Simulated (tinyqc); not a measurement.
Series resistance and length offset from two lengths at two overdrives.

Inverse problem. In strong inversion R W = Rsd + k(x)(L - dL), k(x) = (1 + th1 x)/(mu0 Cox x), x the overdrive, Cox = eps0 eox/tox, with Rsd and dL independent of x. Find dL, Rsd, mu0 and th1.

Inputs (values chosen for the exercise):
```
symbol  value  unit                                                               meaning
eox      21.6        relative permittivity of the gate insulator (close to hafnium oxide)
tox       4.2    nm                                                   insulator thickness
```

Constants: eps0 = 8.8541878128e-14 F/cm where lengths are in cm. Results are converted to the units shown.

total resistance times width (ohm um):
```
,L = 0.051 um,L = 0.99 um
overdrive 0.44 V,563.036617,2303.95966
overdrive 0.91 V,533.821458,1467.89054
```

Solution. At each overdrive R W is a straight line in L; the two lines cross at L = dL, R W = Rsd. Their slopes give k x = (1 + th1 x)/(mu0 Cox), a straight line in x.

dL = 0.0170 um
Rsd = 500 ohm um
mu0 = 300 cm^2/(V s)
th1 = 0.260 1/V

tinyqc, about 0.01 s, one thread, Intel Xeon 2.30GHz (shared host): `OMP_NUM_THREADS=1 python tinyqc.py 2210033 2210034 out.jsonl`
